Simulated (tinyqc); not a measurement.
Width of the well: polar nitride quantum well with polarisation fields.

Growth along [0001]. e_par = (a_sub - a)/a, Ppz = 2 e_par (e31 - e33 C13/C33), P = Psp + Ppz in each layer; strain relaxation and the strain shift of the gaps are left out, although thick layers with more than about 1 % mismatch would relax.

In a periodic stack without free charge the potential drop over a period vanishes: F_w = (P_b - P_w) Lb/(eps0 (eps_w Lb + eps_b Lw)), F_b = -F_w Lw/Lb, eps0 = 8.8541878e-12 F/m; 1 MV/cm = 1e8 V/m = 0.01 V/angstrom.

Envelope functions on cells of 0.25 angstrom over barrier, well, barrier (widths Lb, Lw, Lb), psi = 0 beyond, psi'/m continuous (mean mass between points), c = hbar^2/2m0. With u(z) the integral of e F (F_w in the well, F_b = -F_w Lw/Lb in the barriers, 1 MV/cm = 0.01 V/angstrom), zero at the centre of the well, the electron sees u plus Vc in the barriers and the hole -u plus Vv. The transition is Eg + E_e + E_h; excitons are left out.

Constants: hbar^2/2m0 = 3.80998211 eV angstrom^2; hc = 1239.841984 eV nm.

Parameters, chosen for this exercise (near those of an InGaN well in GaN; shifted at random, so the results belong to these values and not to a real crystal):

| symbol | value | unit | meaning |
|---|---|---|---|
| a_w | 3.271 | angstrom | lattice constant a, well |
| a_b | 3.189 | angstrom | lattice constant a, barrier |
| a_sub | 3.189 | angstrom | in-plane lattice constant of the stack |
| Psp_w | -0.0301 | C/m^2 | spontaneous polarisation |
| Psp_b | -0.0338 | C/m^2 | spontaneous polarisation |
| e31_w | -0.372 | C/m^2 |  |
| e31_b | -0.343 | C/m^2 |  |
| e33_w | 0.711 | C/m^2 |  |
| e33_b | 0.68 | C/m^2 |  |
| C_w | 0.281 |  | C13/C33 |
| C_b | 0.26 |  | C13/C33 |
| eps_w | 11.2 |  | dielectric constant |
| eps_b | 10.3 |  | dielectric constant |
| Lb | 45 | angstrom | barrier width |
| Eg | 2.56 | eV | gap of the well |
| Vc | 0.599 | eV | conduction offset |
| Vv | 0.282 | eV | valence offset |
| me | 0.17 | m0 | electron, well |
| meb | 0.2 | m0 | electron, barrier |
| mh | 1.73 | m0 | hole, everywhere |
| Ls | (12, 18, 24, 30, 36, 45) | angstrom | well widths |

Field, levels and overlap anew for each width.

Results:

| Lw (angstrom) | F_w (MV/cm) | E (eV) | E without field (eV) | overlap^2 | ln overlap^2 |
|---|---|---|---|---|---|
| 12 | -2.621 | 2.8952 | 2.9460 | 0.662 | -0.41 |
| 18 | -2.386 | 2.7145 | 2.8155 | 0.450 | -0.80 |
| 24 | -2.190 | 2.5806 | 2.7402 | 0.242 | -1.42 |
| 30 | -2.023 | 2.4734 | 2.6935 | 0.110 | -2.20 |
| 36 | -1.881 | 2.3830 | 2.6628 | 0.0436 | -3.13 |
| 45 | -1.700 | 2.2690 | 2.6333 | 0.00871 | -4.74 |

What does the comparison show, and why?

The red shift grows from 51 to 364 meV. The line drops below Eg between 24 and 30 angstrom, which a square well can never do. Over the last two rows dE/dLw = -12.7 meV per angstrom, against -|e F_w| = -17.0 in the last row; the field itself weakens by 35 % over the table, since a wider well shares the drop with the barrier. The overlap falls by a factor 76.

tinyqc: `OMP_NUM_THREADS=1 python tinyqc.py 1250389 1250390 out.jsonl`; about 0.05 s, one thread, shared Intel(R) Xeon(R) Processor @ 2.30GHz.
